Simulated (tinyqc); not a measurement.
When the interface binds a state: heterojunction of two tight-binding chains.

Left chain: hopping -t1, sites at 2 t1 (band bottom 0). Right chain: hopping -t2, sites at dE + 2 t2 (bottom dE). t = c/(m a^2), c = hbar^2/2m0. The bond across the interface is -tc with tc = f sqrt(t1 t2), and the last left site has the extra energy U. In a chain E = bottom + 2t (1 - cos(ka)); the surface Green function of a half chain is g = -exp(ika)/t, with Im k > 0 where cos(ka) > 1.

Constants: hbar^2/2m0 = 3.80998211 eV angstrom^2.

Inputs chosen for the exercise (masses and offset of the size met at InAs / GaSb; shifted at random, so the results belong to these values and not to a real crystal):
```
symbol  value  unit      meaning
a       2.8    angstrom  site spacing
m1      0.028  m0        mass on the left
m2      0.038  m0        mass on the right
dE      0.88   eV        band offset
f       1.04             factor on the interface hopping
```

A state below both bands solves E - 2 t1 - U - S1(E) - S2(E) = 0 for E < 0, with S1 = -t1 z1, S2 = -(tc^2/t2) z2 and |z| < 1 the decaying root of z + 1/z = 2 - (E - bottom)/t. Decay lengths -a/ln|z|. The threshold is the U that solves the equation at E = 0. A dash: no bound state.

Interface state:
```
U (eV)   E (eV)  decay left (angstrom)  decay right (angstrom)
-0.87         -                      -                       -
-1.74         -                      -                       -
-2.61         -                      -                       -
-3.19   -0.0043                  177.2                    10.7
-3.78   -0.0353                   62.1                    10.5
-4.65   -0.1195                   33.8                    10.0
-5.81   -0.2818                   22.0                     9.3
-8.71   -0.8709                   12.5                     7.6
```

threshold U = -2.9044 eV

What does the comparison show, and why?

The step pushes the state out, the strengthened bond draws it in less strongly, so an attraction must exceed 2.9044 eV to bind; 5 of the 8 rows are bound. At U = -8.71 eV the state decays over 12.5 angstrom to the left and 7.6 to the right, where the band lies higher.

Program tinyqc; command `OMP_NUM_THREADS=1 python tinyqc.py 1480460 1480461 out.jsonl`; about 0.01 s on one thread of a shared Intel(R) Xeon(R) Processor @ 2.30GHz.
